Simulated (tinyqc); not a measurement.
Inside a calculation. Method: MP2 on RHF in the sto-6g basis, for H2, spin multiplicity 1. One step of it, computed by the program tinyqc.

Question. Iteration 3 (converged): orbitals. Diagonalise F' = X^T F X, C = X C', fill 1 alpha and 1 beta electrons from the bottom; D = 2 C_occ C_occ^T. Each column has its largest component positive (the first on a tie).

converged F (hartree), order 1H 1s, 2H 1s:
$$\begin{pmatrix}
-0.272674 & -0.503223 \\
-0.503223 & -0.272674
\end{pmatrix}$$

X, order 1H 1s, 2H 1s:
$$\begin{pmatrix}
1.134078 & -0.325841 \\
-0.325841 & 1.134078
\end{pmatrix}$$

Give: F' = X^T F X; orbital energies; coefficients C; D after iteration 3.

Answer.

F' = X^T F X (hartree):
$$\begin{pmatrix}
-0.0077 & -0.4991 \\
-0.4991 & -0.0077
\end{pmatrix}$$

orbital energies (hartree): MO1 -0.5069, MO2 0.4914

coefficients C, order 1H 1s, 2H 1s:
$$\begin{pmatrix}
0.5715 & 1.0323 \\
0.5715 & -1.0323
\end{pmatrix}$$

D after iteration 3, order 1H 1s, 2H 1s:
$$\begin{pmatrix}
0.6532 & 0.6532 \\
0.6532 & 0.6532
\end{pmatrix}$$
